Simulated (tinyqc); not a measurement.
# Changing the growth temperature of the buffer T_g

Model: kinetics of strain relaxation and threading dislocations in mismatched semiconductor layers. Computed by tinyqc, a small Python program. Command: `OMP_NUM_THREADS=1 python tinyqc.py 3015759 3015760 out.jsonl threading sweep`. One thread of a shared host (Intel(R) Xeon(R) Processor @ 2.30GHz), about 0.01 s of CPU time with the checks.

60-degree dislocations on {111} planes of a (001) layer, isotropic elasticity. The Schmid factor is 1/sqrt(6), and a misfit segment relieves strain with b/2.

Inputs (values chosen for the exercise, modelled on Ge on Si):
```
quantity                                  value          unit
misfit f                                 0.0413             -
shear modulus G                            55.5           GPa
Poisson ratio nu                           0.26             -
Burgers vector b                              4      angstrom
glide activation energy Q                  1.62            eV
velocity prefactor v0                     24000   m/s per MPa
grading rate (misfit per thickness) R_f  0.0091  1/micrometre
growth rate R_g                            0.97          nm/s
```

Constants: k_B = 8.617333262e-05 eV/K.

Method. In steady grading, strain is fed at R_f R_g and relieved at (b/4) rho v. As a glide-limited estimate, the driving stress is taken as the mean stress of the strained top zone, whose depth z solves R_f z/2 = e_eq(z), with strain R_f z at the surface; tau_g = S R_f z/2 is its mean; then rho = 4 R_f R_g/(b m tau_g), m = v0 exp(-Q/(k_B T_g)), S = (1/sqrt 6) 2 G (1 + nu)/(1 - nu), e_eq(z) = b (1 - nu/4) [ln(z/b) + 1]/(4 pi (1 + nu) z).

One run for each value:
```
growth temperature of the buffer T_g (K)  thread density of the buffer (1/cm^2)
734                                                                  7.2068e+05
777                                                                  1.7465e+05
820                                                                  4.9109e+04
863                                                                  1.5670e+04
906                                                                  5.5725e+03
949                                                                  2.1763e+03
992                                                                  9.2216e+02
1040                                                                 3.8455e+02
```

Over the rows, thread density of the buffer (1/cm^2) falls from 721000 to 385 (exponent d ln y / d ln x -25 between the first rows and -19 between the last). The density follows exp(Q/(k_B T_g)); real buffers level off where nucleation and pile-ups at the rough surface take over.

Caution (rows 820, 863, 906, 949, 992, 1040): real buffers seldom go below 1e5 /cm^2, as pile-ups and nucleation take over; this value is a lower bound.
